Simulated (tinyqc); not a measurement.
First phase against the interface composition: thermodynamics of metal silicides: hull, first phase, silicon consumed, nucleation and stability against SiO2. Computed by tinyqc, a small Python program. Command: `OMP_NUM_THREADS=1 python tinyqc.py 3013733 3013734 out.jsonl silphase walk`. One thread of a shared host (Intel(R) Xeon(R) Processor @ 2.30GHz), about 0.01 s of CPU time with the checks.

Entropies of formation of the solids are neglected, so heats stand for free energies. Si fractions: M5Si3 0.3750, MSi 0.5000, MSi2 0.6667.

Inputs (values chosen for the exercise, of the order of those of tungsten silicides for heats and volumes only): heat of formation of M5Si3 = -16.4 kJ/mol atoms; heat of formation of MSi = -14.6 kJ/mol atoms; heat of formation of MSi2 = -27.4 kJ/mol atoms.

Phases: M5Si3, MSi, MSi2.

Method. Effective heat of formation: at the interface the mixture has the Si fraction x_e; the limiting element scales the heat, H_eff = H x_e/x if x_e < x, H (1 - x_e)/(1 - x) otherwise. The rule names the most negative as the first phase; its restriction to congruently melting phases is left out here.

H_eff (kJ/mol atoms):
```
x_e,M5Si3,MSi,MSi2,first phase
0.10,-4.373,-2.920,-4.110,M5Si3
0.20,-8.747,-5.840,-8.220,M5Si3
0.30,-13.120,-8.760,-12.330,M5Si3
0.36,-15.744,-10.512,-14.796,M5Si3
0.42,-15.219,-12.264,-17.262,MSi2
0.48,-13.645,-14.016,-19.728,MSi2
0.54,-12.070,-13.432,-22.194,MSi2
0.60,-10.496,-11.680,-24.660,MSi2
0.66,-8.922,-9.928,-27.126,MSi2
0.75,-6.560,-7.300,-20.550,MSi2
```

What follows from these numbers?

Each phase is a triangle with its apex at its own composition. In order of x_e the first phase is M5Si3, then MSi2. On either side of all three the ranking is that of H/x (Si-poor) or H/(1 - x) (Si-rich).
